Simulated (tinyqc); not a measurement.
# Lossy on-chip transmission line with skin effect: two studies

A uniform line in a homogeneous dielectric: c = sqrt(er)/(c0 Z0), l = Z0 sqrt(er)/c0 (c0 = 299792458 m/s), g = w c td, w = 2 pi f. The resistance joins its limits as r = sqrt(r_dc^2 + r_hf^2), with r_dc = rho/(wd th), r_hf = kr rho/(2 delta (wd + th)), delta = sqrt(rho/(pi f mu0)), mu0 = 4 pi 1e-7 H/m; this is an interpolation, and internal inductance, up to 0.05 nH/mm at low frequency, is neglected.

Values chosen for this exercise:
```
symbol  value     unit                                  meaning
wd        2.7       um                       width of the strip
th       0.53       um                   thickness of the strip
rho       2.9  uohm cm                              resistivity
er        3.9                             relative permittivity
td          0                                      loss tangent
Z0         35      ohm             lossless impedance sqrt(l/c)
kr        1.5           factor for crowding and the return path
len       2.6       mm                                   length
Rg        100      ohm                        source resistance
RL         50      ohm                          load resistance
CL        100       fF                         load capacitance
f        0.31      GHz                                frequency
```

Each table varies one quantity; the others keep the values above.

## Line properties against frequency

gamma = sqrt((r + i w l)(g + i w c)) = alpha + i beta, Zc = sqrt((r + i w l)/(g + i w c)), roots with positive real part; loss 8.685889638 alpha in dB; phase velocity w/beta. ZL = 1/(1/RL + i w CL); reflection (ZL - Zc)/(ZL + Zc); Zin = Zc (ZL + Zc tanh(gamma len))/(Zc + ZL tanh(gamma len)); H = V_load/V_source = [Zin/(Zin + Rg)]/[cosh(gamma len) + (Zc/ZL) sinh(gamma len)].

Line properties against frequency:

| f (GHz) | r (ohm/mm) | r/(w l) | loss (dB/mm) | \|Zc\| (ohm) | phase velocity over c0 | length in wavelengths | \|H\| (dB) |
|---|---|---|---|---|---|---|---|
| 0.01 | 20.27 | 1399 | 0.09505 | 1309 | 0.01914 | 0.004531 | -12.16 |
| 0.03 | 20.27 | 466.4 | 0.1645 | 755.9 | 0.03312 | 0.007855 | -12.16 |
| 0.09 | 20.28 | 155.5 | 0.2844 | 436.5 | 0.05724 | 0.01364 | -12.16 |
| 0.3 | 20.31 | 46.74 | 0.5158 | 239.3 | 0.1036 | 0.02511 | -12.17 |
| 0.8 | 20.39 | 17.59 | 0.8291 | 146.9 | 0.1660 | 0.04181 | -12.21 |
| 2 | 20.57 | 7.099 | 1.263 | 93.71 | 0.2506 | 0.06923 | -12.42 |
| 7 | 21.30 | 2.101 | 2.050 | 53.39 | 0.3926 | 0.1546 | -14.28 |
| 20 | 23.11 | 0.7977 | 2.686 | 39.59 | 0.4743 | 0.3657 | -17.42 |
| 60 | 27.95 | 0.3215 | 3.425 | 35.87 | 0.5001 | 1.041 | -21.80 |

r equals w l at 15.5 GHz: below it |Zc| and the delay grow as in an RC line, above it |Zc| tends to Z0 = 35 ohm and the velocity to 1/sqrt(er) = 0.506 c0. The loss goes as f^(0.50) between the first two rows and f^(0.22) between the last two. |H| is -12.2 dB in the first row and -21.8 dB in the last; between rows it can pass through resonances that the table doesn't show.

## Effect of the loss tangent

Same model as above.

The same in every row: r (ohm/mm) = 20.31; r/(w l) = 45.23.

Effect of the loss tangent:

| td | loss (dB/mm) | \|Zc\| (ohm) | phase velocity over c0 | length in wavelengths | \|H\| (dB) |
|---|---|---|---|---|---|
| 0 | 0.5242 | 235.4 | 0.1053 | 0.02553 | -12.17 |
| 0.001 | 0.5244 | 235.4 | 0.1054 | 0.02552 | -12.17 |
| 0.002 | 0.5247 | 235.4 | 0.1054 | 0.02551 | -12.17 |
| 0.005 | 0.5255 | 235.4 | 0.1056 | 0.02547 | -12.17 |
| 0.01 | 0.5269 | 235.4 | 0.1058 | 0.02541 | -12.17 |
| 0.02 | 0.5296 | 235.4 | 0.1063 | 0.02528 | -12.18 |
| 0.04 | 0.5350 | 235.3 | 0.1074 | 0.02504 | -12.18 |

Read the table: what changes, and by how much?

As td goes from 0 to 0.04, the loss rises from 0.524 to 0.535 dB/mm, |Zc| stays near 235 ohm and |H| goes from -12.2 to -12.2 dB, with its highest value among the rows, -12.2 dB, at td = 0. In the low-loss estimate the dielectric part g Z0/2 equals the conductor part r/(2 Z0) at td = 45.2.

Numbers from tinyqc (`OMP_NUM_THREADS=1 python tinyqc.py 2810187 2810188 out.jsonl`; about 0.01 s on one thread of a shared Intel Xeon 2.30GHz).
